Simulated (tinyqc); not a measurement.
Inside a calculation: deep level with several charge states, and Shockley-Read-Hall recombination. Values are carried at full precision from step to step, so a last printed digit may differ when a step is redone from the rounded ones.

Energies from Ev. The defect has charge states +1, 0, -1 with weights 1, gm exp((EF - E1)/kT), exp((2 EF - E1 - E2)/kT); the shares are the weights over their sum. Boltzmann carriers: n = Nc exp((EF - Eg)/kT), p = Nv exp(-EF/kT). Neutrality: p - n + Nd + Nt <q> = 0.

Constants: kB = 8.617333262e-05 eV/K.

Values chosen for the exercise (gap and densities of states near those of InP at this temperature; the results hold for these values, not for the real material):
```
symbol  value     unit    meaning
Eg      1.345     eV      gap
Nc      5.86e+17  1/cm^3  conduction-band density of states
Nv      1.23e+19  1/cm^3  valence-band density of states
T       300       K
E1      0.91      eV      level (+1/0) above Ev
E2      0.823     eV      level (0/-1) above Ev
gm      1                 degeneracy of the middle state, the others 1
Nt      3.4e+14   1/cm^3  defects
Nd      -7.5e+14  1/cm^3  ionised shallow donors minus acceptors
E_try   0.435     eV      trial Fermi level
Et      0.823     eV      recombination level above Ev
sn      1.8e-15   cm^2    electron capture cross-section
sp_     1.6e-16   cm^2    hole capture cross-section
vth     18000000  cm/s    thermal velocity, both carriers
Nm      3.4e+15   1/cm^3  equilibrium holes for the lifetime steps
dn      2.9e+13   1/cm^3  excess pairs
```

## Charge states at a trial Fermi level

Form the exponents, the shares, the mean charge and the residual of neutrality at EF = E_try.

exponents of the second and third weights: -18.374  -33.382

shares: +1 1.0000, 0 0.0000, -1 0.0000

<q> = 1.0000

n, p (1/cm^3): 302  6.06e+11

residual = -4.09e+14 1/cm^3

The residual is negative, so EF must fall.

## The neutral state

Solve for EF.

EF = 0.2665 eV

shares at EF: +1 1.000, 0 0.000, -1 0.000

n = 0.447 1/cm^3
p = 4.10e+14 1/cm^3

Without the defects the majority density would be 7.50e+14 1/cm^3; with them the density of these carriers is 4.10e+14, so they compensate part of the doping. Most defects are in the state +1. The level order is inverted (negative U), so the middle state is never the most common.

## Recombination through one level

One level at Et with degeneracy 1: tn = 1/(sn vth Nt), tp = 1/(sp_ vth Nt), n1 = Nc exp((Et - Eg)/kT), p1 = Nv exp(-Et/kT), ni^2 = n1 p1. Equilibrium p0 = Nm, n0 = ni^2/Nm; n = n0 + dn, p = p0 + dn. U = (n p - ni^2)/(tp (n + n1) + tn (p + p1)), lifetime dn/U; emission rates en = sn vth n1, ep = sp_ vth p1.

Evaluate each quantity.

tn, tp (microsecond): 0.09078  1.021

n1, p1 (1/cm^3): 9.97e+08  1.84e+05

U = 2.92e+20 1/(cm^3 s)
lifetime = 0.0994 microsecond

The lifetime is 1.095 times the minority capture time tn and 0.0894 times tn + tp, the limit of high injection.

## Emission and generation in a depleted region

With n = p = 0 the level generates pairs at G = Nt en ep/(en + ep); generation lifetime tg = ni/G; current density e G W for a width W = 1 micrometre, e = 1.602176634e-19 C.

en, ep (1/s): 32.3  0.000529

G = 1.80e+11 1/(cm^3 s)
tg = 75.2 microsecond
current density = 2.88e-12 A/cm^2

The slower step, hole emission, limits the rate: en/ep = 6.11e+04.

## Checks

- U against hole capture minus emission at the steady occupation of the level (1/(cm^3 s)): both 2.917e+20.

(tinyqc, `OMP_NUM_THREADS=1 python tinyqc.py 1650616 1650617 out.jsonl`, Intel(R) Xeon(R) Processor @ 2.30GHz, 1 thread, shared host, about 0.01 s.)
